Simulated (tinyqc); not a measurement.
X-ray reflectivity of a thin film on silicon: critical angles, Parratt recursion, fringes and roughness: one step, computed by the program tinyqc. Command: `OMP_NUM_THREADS=1 python tinyqc.py 3121351 3121352 out.jsonl xrr walk`. One thread of a shared host (Intel(R) Xeon(R) Processor @ 2.30GHz), about 0.01 s of CPU time with the checks.

n = 1 - delta + i beta; the classical electron radius is r_e = 2.8179403e-6 nm. Layer 0 is vacuum, 1 the film, 2 the substrate.

Question. Optical constants. delta = r_e lambda^2 rho_e/(2 pi), rho_e = density x electrons per mass x N_A; critical angle sqrt(2 delta), q_c = 4 sqrt(pi r_e rho_e).

Inputs (values chosen for the exercise, modelled on copper on silicon, copper K-alpha radiation):

| quantity | value | unit |
|---|---|---|
| wavelength lambda | 0.15406 | nm |
| film density rho | 8.51 | g/cm^3 |
| effective electrons per unit mass, film | 0.458 | mol/g |
| beta/delta, film | 0.022 | - |
| substrate density | 2.33 | g/cm^3 |
| effective electrons per unit mass, substrate | 0.507 | mol/g |
| beta/delta, substrate | 0.023 | - |

Constants: N_A = 6.02214076e+23 1/mol.

Give: the table «Constants» with the columns rho_e (1/nm^3), delta, beta, critical angle (degrees), q_c (1/nm), for layer = film, substrate.

Answer.

Constants:

| layer | rho_e (1/nm^3) | delta | beta | critical angle (degrees) | q_c (1/nm) |
|---|---|---|---|---|---|
| film | 2347 | 2.498e-05 | 5.497e-07 | 0.4050 | 0.5766 |
| substrate | 711 | 7.573e-06 | 1.742e-07 | 0.2230 | 0.3174 |
